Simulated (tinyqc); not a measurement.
## Permittivity of the insulator from five potentials

Problem. A node lies on a semiconductor-insulator interface. Steps: hs = tb/2 down into the semiconductor, ho = tox/1 up into the insulator, hy = L/4 sideways. The flux balance of its box reads eox (hy/ho)(above - node) + eps_r (hy/hs)(below - node) + [(eps_r hs + eox ho)/(2 hy)](left + right - 2 node) - q Na (hs/2) hy/eps0 = 0. Find eox.

Parameters, values chosen for the exercise; semiconductor permittivity close to that of germanium: relative permittivity of the semiconductor eps_r = 16.3; half the body thickness tb = 8 nm; insulator thickness tox = 1 nm; channel length L = 48 nm; acceptor density of the depleted body Na = 0 cm^-3.

Constants: q = 1.602176634e-19 C, eps0 = 8.8541878128e-14 F/cm where lengths are in cm. Results are converted to the units shown.

psi (V): node 0.14404587, above 0.07, below 0.19291978, left 0.56, right 0.10160704

Answer. The balance is linear in eox.

eox = 3.900

Numbers from tinyqc (`OMP_NUM_THREADS=1 python tinyqc.py 2480054 2480055 out.jsonl`; about 0.09 s on one thread of a shared Intel Xeon 2.30GHz).
